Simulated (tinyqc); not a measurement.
Inside a calculation. Model: thin film between two gates, subbands and threshold shift from confinement.

Program tinyqc, `OMP_NUM_THREADS=1 python tinyqc.py 2350174 2350175 out.jsonl`; Intel Xeon 2.30GHz, shared host, one thread, about 0.04 s. Printed values are rounded.

Undoped body with a flat potential across it, hard walls, transport along x. One isotropic valley (g = 1, mx = my = mz = me). Non-parabolicity enters the subband edges through E (1 + al E) = gamma, so E = 2 gamma/(1 + sqrt(1 + 4 al gamma)); motion within a subband is taken as parabolic with the band-edge mass. Energies are counted from the bulk band edge.

Parameters, values chosen for the exercise; masses close to those of In0.53Ga0.47As:
```
symbol,value,unit,meaning
T,400,K,temperature
me,0.0411,m0,mass at the band edge
al,1.2,1/eV,non-parabolicity
t,8.3,nm,film thickness (along z)
dl,0,nm,widening of the box by penetration into the insulator
```

Constants: q = 1.602176634e-19 C, kB = 1.380649e-23 J/K, hbar = 1.054571817e-34 J s, m0 = 9.1093837015e-31 kg, Vt = kB T/q, hbar^2/(2 m0) = 0.0380998212 eV nm^2. Results are converted to the units shown.

Range of the model: Non-parabolicity also makes carriers heavier within each subband, which is left out, so densities of states are understated at high energy. Levels near or above 1 eV lie beyond real barriers and upper valleys; they are listed for the hard-wall model only.

## Lowest subbands

gamma = C (pi k/(t + dl))^2/mz, C = hbar^2/(2 m0). List the 4 lowest, labelled by quantum numbers, with degeneracy g and N_k: N_k = g sqrt(mx my) m0 kB T/(pi hbar^2).

| subband | E_k (eV) | g | N_k (cm^-2) |
|---|---|---|---|
| 1 | 0.1165168 | 1 | 5.917958e11 |
| 2 | 0.3683842 | 1 | 5.917958e11 |
| 3 | 0.6648471 | 1 | 5.917958e11 |
| 4 | 0.9777458 | 1 | 5.917958e11 |

## Threshold shift

Each subband has N_k = g sqrt(mx my) m0 kB T/(pi hbar^2); without degeneracy n = exp(EF/Vt) sum N_k exp(-E_k/Vt). Classical value Nc times t, Nc = sum over valleys of 2 g (m m0 kB T/(2 pi hbar^2))^1.5 with m = (mx my mz)^(1/3). Threshold shift dVT = Vt ln(classical value/sum N_k exp(-E_k/Vt)). Use the subbands listed.

shares, subband 1 to 4 (%): [99.93295, 0.06704, 0.00001, 0.00000]
sum N_k exp(-E_k/Vt) = 2.015658e10 cm^-2
Nc = 3.219162e17 cm^-3
classical value = 2.671905e11 cm^-2
dVT = 89.08362 mV

With all subbands dVT = 89.08 mV. The lowest edge lies at 117 meV; dVT is smaller than that, since sum N_k exp(-(E_k - E_1)/Vt) exceeds the classical value.
